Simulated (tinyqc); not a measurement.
Deep-level transient spectroscopy (DLTS) of one majority-carrier trap: one step, computed by the program tinyqc.

A filling pulse loads the traps in a one-sided junction; under reverse bias they empty at the rate e, and the capacitance relaxes as C(t) = C_0 - dC exp(-e t). The signal is S = [C(t_2) - C(t_1)]/dC.

Task: Emission rate at T. e = g sigma v N_b exp(-E/k_B T), v = sqrt(3 k_B T/m), N_b = 2 M (2 pi m k_B T/h^2)^(3/2), sigma = sigma_0 exp(-E_b/k_B T), E = E_t.

Inputs (values chosen for the exercise, for a model semiconductor):
```
quantity                    value  unit
density-of-states mass m   0.0858   m_0
valleys M                       1     -
trap depth E_t              0.171    eV
cross-section sigma_0     1.4e-15  cm^2
degeneracy ratio g            0.5     -
temperature T                  89     K
capture barrier E_b           0.2    eV
```

Carriers: electrons. Extra term: capture barrier.

Constants: k_B = 8.617333262e-05 eV/K; k_B = 1.380649e-23 J/K; m_0 = 9.1093837015e-31 kg; h = 6.62607015e-34 J s.

Give: thermal velocity v; N_b; sigma; E; emission rate e.

Result:

thermal velocity v = 2.1717e+07 cm/s

N_b = 1.0191e+17 cm^-3

sigma = 6.6189e-27 cm^2

E = 0.171 eV

emission rate e = 1.5191e-12 1/s
